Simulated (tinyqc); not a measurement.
How far the cone holds: pi bands of a honeycomb layer in tight binding.

Lattice vectors a (1,0) and a (1/2, sqrt3/2); f = exp(i ky a/sqrt3) + 2 cos(kx a/2) exp(-i ky a/(2 sqrt3)), w = |f|. H = [[D - t2 F, -t f], [., -D - t2 F]] with F = w^2 - 3, S = [[1, s0 f], [., 1]]; the levels solve det(H - E S) = 0. K = (4 pi/3a, 0), M = (pi/a, pi/(sqrt3 a)); w = 3, 1, 0 at Gamma, M, K.

Values chosen for the exercise (of the size used for graphene; shifted at random, so the results belong to these values and not to a real crystal): a = 2.46 angstrom (lattice constant); t = 2.91 eV (nearest hopping); t2 = 0 eV (second-neighbour hopping); s0 = 0 (overlap of neighbours); D = 0 eV (+D on A, -D on B).

Upper and lower levels at distance q from K towards Gamma (-x) and towards M (+x), measured from 3 t2; cone: sqrt(D^2 + (hbar v q)^2), hbar v = (sqrt3/2) a (t + 3 t2 s0).

Levels (eV):
```
q (1/angstrom)    cone  upper, to Gamma  lower, to Gamma  upper, to M  lower, to M
0.02            0.1240           0.1249          -0.1249       0.1231      -0.1231
0.05            0.3100           0.3153          -0.3153       0.3043      -0.3043
0.10            0.6200           0.6404          -0.6404       0.5964      -0.5964
0.15            0.9299           0.9741          -0.9741       0.8753      -0.8753
0.20            1.2399           1.3150          -1.3150       1.1398      -1.1398
0.30            1.8599           2.0138          -2.0138       1.6221      -1.6221
0.40            2.4798           2.7261          -2.7261       2.0358      -2.0358
0.60            3.7197           4.1483          -4.1483       2.6340      -2.6340
```

What does the comparison show?

At q = 0.2 the upper band lies +75 meV from the cone towards Gamma and -100 meV towards M; half their difference, 88 meV, is the trigonal warping, steeper towards Gamma, and their mean, -12 meV, comes from the bending of the band. All four values stay within 5 % of the cone up to q = 0.1. Upper and lower bands are mirror images.

Computed by tinyqc, a small Python program: `OMP_NUM_THREADS=1 python tinyqc.py 1451138 1451139 out.jsonl` (the numbers bound the seed that draws the inputs); one thread of a shared host (Intel(R) Xeon(R) Processor @ 2.30GHz), about 0.01 s for the whole set of steps.
